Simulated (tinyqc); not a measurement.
Straight dislocations in isotropic elasticity: fields, energies, partials, Peierls stress and walls: one step, computed by the program tinyqc. Command: `OMP_NUM_THREADS=1 python tinyqc.py 3005231 3005232 out.jsonl disloc walk`. One thread of a shared host (Intel(R) Xeon(R) Processor @ 2.30GHz), about 0.01 s of CPU time with the checks.

The line runs along z, the glide plane is y = 0, and beta is the angle between b and the line (0 screw, 90 degrees edge): b_e = b sin(beta) along +x with the extra half plane at y > 0, b_s = b cos(beta). Stress is positive in tension.

Question. Force on a second, equal dislocation at that point. Peach-Koehler force per length on a parallel dislocation with the same b: in the glide plane F_x = s_xy b_e + s_yz b_s, normal to it F_y = -(s_xx b_e + s_xz b_s), which drives climb of the edge part or cross-slip of a screw.

Inputs (values chosen for the exercise, for a model fcc or diamond crystal): Burgers vector b = 2.519 angstrom.

Character: screw.

stress (MPa):
```
           x          y          z
x     0.0000     0.0000  -459.6435
y     0.0000     0.0000  -119.5073
z  -459.6435  -119.5073     0.0000
```

Give: glide force F_x; normal force F_y.

Answer.

glide force F_x = -30.104 mN/m

normal force F_y = 115.78 mN/m
